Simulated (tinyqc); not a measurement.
Inside a calculation: parabolic quantum dot in a magnetic field (Fock-Darwin). Values are carried at full precision from step to step, so a last printed digit may differ when a step is redone from the rounded ones.

Two dimensions, V = m w0^2 r^2/2, one valley. hbar wc = 2 muB B/m, W = sqrt(w0^2 + wc^2/4), E(n, l, s) = (2n + |l| + 1) hbar W - l hbar wc/2 + s gs muB B, n = 0, 1, ..., l = 0, +/-1, ..., s = +/-1/2; length lam = sqrt(2c/(m hbar W)), c = hbar^2/2m0.

Constants: muB = 5.788381798e-05 eV/T; hbar^2/2m0 = 3.80998211 eV angstrom^2; e^2/(4 pi eps0) = 14.39964547 eV angstrom.

Parameters, chosen for this exercise (near those of a gate-defined dot in GaAs; shifted at random, so the results belong to these values and not to a real crystal): m = 0.0686 m0 (mass); gs = -0.47 (g factor); w0 = 4.8 meV (confinement energy hbar w0); B = 3.45 T (magnetic field); Ec = 1.3 meV (charging energy e^2/C); eps = 12.7 (dielectric constant).

## Energy and length scales

Give hbar wc, hbar W, the two mode energies hbar W +/- hbar wc/2, the Zeeman energy |gs| muB B and lam.

hbar wc = 5.8221 meV
hbar W = 5.6138 meV

modes (meV): [8.5248, 2.7027]

Zeeman energy = 0.0939 meV
lam = 140.7 angstrom

The product of the modes is w0^2 = 23.04 meV^2 at any field. These two lines are all that far-infrared light sees, whatever the number of electrons (Kohn theorem).

## Orbital levels

The eight lowest (n, l) from E = (2n + |l| + 1) W - l wc/2.

Levels:
```
(n,l)   E (meV)
(0,0)     5.614
(0,1)     8.316
(0,2)    11.019
(0,3)    13.722
(0,-1)   14.139
(0,4)    16.425
(1,0)    16.841
(0,5)    19.127
```

## Addition spectrum

Constant interaction: mu(N) = E_N + (N - 1/2) Ec with the spin-resolved levels filled in order; the addition energy is mu(N + 1) - mu(N).

Filling:
```
N   state added  E_N (meV)  mu(N) (meV)  addition energy (meV)
1        (0,0)+      5.567        6.217                  1.394
2        (0,0)-      5.661        7.611                  3.909
3        (0,1)+      8.270       11.520                  1.394
4        (0,1)-      8.363       12.913                  3.909
5        (0,2)+     10.972       16.822                  1.394
6        (0,2)-     11.066       18.216                  3.909
7        (0,3)+     13.675       22.125                  1.394
8        (0,3)-     13.769       23.519                  1.623
9       (0,-1)+     14.092       25.142                  1.394
10      (0,-1)-     14.186       26.536                  3.492
```

The largest addition energy falls at N = 2, 4 and 6; at zero field it peaks at the closed shells 2, 6 and 12. Exchange, which the model lacks, would favour parallel spins near level crossings. Ec is an independent input that includes screening by the gates.

## Singlet and triplet of two electrons

Two electrons, first order in the Coulomb energy: the singlet (0,0)^2 has 2W + J0 and the lowest triplet (0,0)(0,1) has 3W - wc/2 + J0/2 - Ez, with J0 = sqrt(pi/2) q/(eps lam), q = e^2/(4 pi eps0), Ez = |gs| muB B.

Give J0, the triplet less the singlet, and J0/W.

J0 = 10.102 meV
E(T) - E(S) = -2.442 meV
J0/W = 1.80

The triplet is lower at this order. J0 exceeds W, so first order overstates the interaction and the result is only a guide.

## The same without perturbation theory

Exact treatment: the centre of mass separates with energy W, and the relative motion obeys [-(2c/m) Laplacian + (2c/m) r^2/(2 lam^2)^2 + q/(eps r)] psi = e_l psi for angular number l, solved in 14 Gaussians r^l exp(-a r^2), a = 1.7^i/(4 lam^2), i = -3 to 10. E(S) = W + e_0, E(T) = W + e_1 - wc/2 - Ez.

Solve for e_0 and e_1.

e_0, e_1 (meV): [13.11, 15.94]

first-order values W + J0 and 2W + J0/2 (meV): [15.72, 16.28]

E(T) - E(S), exact = -0.17 meV

First order overshoots e_0 by 2.61 meV and e_1 by only 0.34 meV, since the singlet gains more by keeping the electrons apart; it therefore favours the triplet by 2.27 meV too much. Of these two the triplet is lower, as first order says.

## Checks

- e_0 at W = 2 Ry m/eps^2, where it is exactly 2W, as a ratio e_0/W: both 2.000.
- Level (0,1) from the radial equation by finite differences against the formula, meV: both 8.32.

Computed by tinyqc, a small Python program: `OMP_NUM_THREADS=1 python tinyqc.py 1252703 1252704 out.jsonl` (the numbers bound the seed that draws the inputs); one thread of a shared host (Intel(R) Xeon(R) Processor @ 2.30GHz), about 0.1 s for the whole set of steps.
